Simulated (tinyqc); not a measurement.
Superjunction drift layer against a plain one, charge balance: one step of the calculation.

Alternating n and p pillars of equal width wp, doping N and length Lp. When depleted, the lateral field peaks at Ex = q N wp/(2 eps0 eps_r) at the pillar junctions and a uniform vertical field Ey is added; breakdown is taken where Ex^2 + Ey^2 = Ef^2. Only the n pillars conduct, narrowed by the zero-bias depletion. A first-order model: the field peaks at the pillar ends are left out.

Problem. Doping of the plain drift layer. Ec(N) = E16 (N/1e16 cm^-3)^(1/8); N(new) = eps0 eps_r Ec(N)^2/(2 q BV).

Parameters, values chosen for the exercise; values close to those of silicon:
```
symbol  value   unit                                     meaning
eps_r    12.1         relative permittivity of the semiconductor
E16     0.387  MV/cm    critical field at a doping of 1e16 cm^-3
BV        620      V                    wanted breakdown voltage
```

Constants: q = 1.602176634e-19 C, eps0 = 8.8541878128e-14 F/cm where lengths are in cm. Results are converted to the units shown.

N after iteration 1 = 4.5417576e14 cm^-3

Give: Ec; N after iteration 2.

Solution.

Ec = 0.2629 MV/cm
N after iteration 2 = 3.728e14 cm^-3

Program tinyqc, `OMP_NUM_THREADS=1 python tinyqc.py 2590139 2590140 out.jsonl`; Intel Xeon 2.30GHz, shared host, one thread, about 0.01 s.
